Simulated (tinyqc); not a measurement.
Fermi-Dirac statistics of conduction electrons, step by step. Values are carried at full precision from step to step, so a last printed digit may differ when a step is redone from the rounded ones.

Constants: hbar^2/2m0 = 3.80998211 eV angstrom^2; kB = 8.617333262e-05 eV/K; e^2/(4 pi eps0) = 14.39964547 eV angstrom.

Values chosen for the exercise (near those of Si, lowest valleys alone; not measured data):
- m = 1.0717 m0 (density-of-states mass of the conduction band)
- T = 200 K
- n = 1.1e+19 1/cm^3 (electron density)
- eps = 11.9 (static dielectric constant)
- alpha = 0.53 1/eV (non-parabolicity)

## Reduced density

N = 2 (m kB T/(4 pi c))^(3/2) with c = hbar^2/2m0, in 1/angstrom^3; times 1e24 for 1/cm^3; u = n/Nc.

kT = 0.017235 eV
Nc = 1.5155e+19 1/cm^3
u = n/Nc = 0.72585

## Reduced Fermi level by five rules

F_j(eta) = (1/Gamma(j + 1)) integral_0^infinity x^j dx/(1 + exp(x - eta)), which tends to exp(eta) for eta << 0.

With u = n/Nc: Boltzmann eta = ln u; Joyce-Dixon eta = ln u + u/sqrt(8) - 4.95009e-3 u^2 + 1.48386e-4 u^3 - 4.42563e-6 u^4; Nilsson eta = ln u/(1 - u^2) + v/(1 + (0.24 + 1.08 v)^-2) with v = (3 sqrt(pi) u/4)^(2/3); fully degenerate limit eta = v; exact: F_1/2(eta) = u.

Find eta = (EF - Ec)/kT by each rule.

eta: Boltzmann -0.320, Joyce-Dixon -0.066, Nilsson -0.066, degenerate 0.976, exact -0.066

Against the exact value the errors are Boltzmann -0.254, Joyce-Dixon 0.000, Nilsson +0.001, degenerate limit +1.043 (in kT).

## Exact eta by Newton steps

Solve ln F_1/2(eta) = ln u from the Boltzmann value; dF_1/2/d eta = F_-1/2, so the step is -ln(F_1/2/u) F_1/2/F_-1/2. Stop below 1e-9.

Newton steps:
```
step        eta     F_1/2    F_-1/2  step taken
1     -0.320410  0.590156  0.489637       0.249
2     -0.070965  0.723170  0.578228     0.00463
3     -0.066337  0.725850  0.579949    1.69e-06
4     -0.066335  0.725851  0.579950    2.24e-13
```

Converged in 4 steps.

## Mean energy, Einstein relation and screening

eta = -0.06634

Mean kinetic energy <E> = (3/2) kT F_3/2/F_1/2; D/mu = (kT/e) F_1/2/F_-1/2; dn/dEF = (Nc/kT) F_-1/2; screening length L = (4 pi (e^2/(4 pi eps0)) (dn/dEF)/eps)^(-1/2), with dn/dEF in 1/(angstrom^3 eV) (1/cm^3 = 1e-24/angstrom^3).

F_-1/2, F_1/2, F_3/2: 0.5799  0.7259  0.8178

<E> = 29.13 meV
D/mu = 21.57 mV
dn/dEF = 5.100e+20 1/(cm^3 eV)
L = 11.36 angstrom

EF lies within 2 kT of the edge. D/mu is 1.252 times kT/e and <E> is 1.127 times (3/2) kT; the Debye formula, with n/kT in place of dn/dEF, would give L = 10.15 angstrom.

## Fermi level in the non-parabolic band

Non-parabolic band E (1 + alpha E) = c k^2/m: n = Nc (2/sqrt(pi)) integral_0^infinity sqrt(x (1 + a x)) (1 + 2 a x) dx/(1 + exp(x - eta)) with a = alpha kT and eta = (EF - Ec)/kT; a = 0 gives n = Nc F_1/2(eta).

Solve for eta at the same n.

a = 0.00913
eta = -0.114
EF - Ec = -1.96 meV

The extra states lower EF by 0.82 meV against the parabolic band.

## Checks

- Non-parabolic integral at a = 0 against F_1/2(2): both 2.823721.
- F_1/2(40) against the Sommerfeld form (4/(3 sqrt(pi))) eta^(3/2) (1 + pi^2/(8 eta^2)): both 190.45.

Computed by tinyqc, a small Python program: `OMP_NUM_THREADS=1 python tinyqc.py 1680217 1680218 out.jsonl` (the numbers bound the seed that draws the inputs); one thread of a shared host (Intel(R) Xeon(R) Processor @ 2.30GHz), about 0.01 s for the whole set of steps.
